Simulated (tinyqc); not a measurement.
Ballistic conductance of a hard-wall wire of circular section by counting modes: thermal smearing.

Subband edges E_(l,s) = C (j_(l,s)/a)^2/m with j_(l,s) the s-th zero of the Bessel function J_l; levels with l > 0 count twice; C = hbar^2/(2 m0). Every mode transmits fully; spin gives the factor 2 in 2 q^2/h, valleys the factor gv.

G = (2 q^2/h) gv M; at zero temperature M counts the edges below Ef, at T it is the sum of degeneracy times f. The smooth (Sharvin) count is kF^2 A/(4 pi), kF = sqrt(m Ef/C), A = pi a^2, perimeter p = 2 pi a, and with the boundary term kF^2 A/(4 pi) - kF p/(4 pi). f = 1/(1 + exp((E_n - Ef)/Vt)).

Values chosen for this exercise: mass m = 0.46 m0; valleys gv = 1; Fermi energy above the bulk band edge Ef = 0.324 eV; radius a = 4 nm.

Constants: q = 1.602176634e-19 C, kB = 1.380649e-23 J/K, hbar = 1.054571817e-34 J s, h = 6.62607015e-34 J s, m0 = 9.1093837015e-31 kg, Vt = kB T/q, hbar^2/(2 m0) = 0.0380998212 eV nm^2. Results are converted to the units shown.

Thermal smearing:
```
T (K)	kB T (meV)	M at T	G (uS)
2	0.1723	12.00	929.8
10	0.8617	12.00	929.8
30	2.585	12.00	929.8
77	6.635	11.96	927.0
150	12.93	11.84	917.1
220	18.96	11.80	914.3
300	25.85	11.82	915.7
400	34.47	11.85	918.4
```

Read the table: what changes, and by how much?

M at T goes from 12.0 through a minimum of 11.8 (at T = 220 K among the rows listed) to 11.9; the integer count is 12. The edge nearest to Ef lies 25.9 meV from it, and M stays within 0.01 of the integer up to 30 K among the rows. In every row Ef exceeds 0.3 eV, where real bands are no longer parabolic.

Numbers from tinyqc (`OMP_NUM_THREADS=1 python tinyqc.py 2740042 2740043 out.jsonl`; about 0.04 s on one thread of a shared Intel Xeon 2.30GHz).
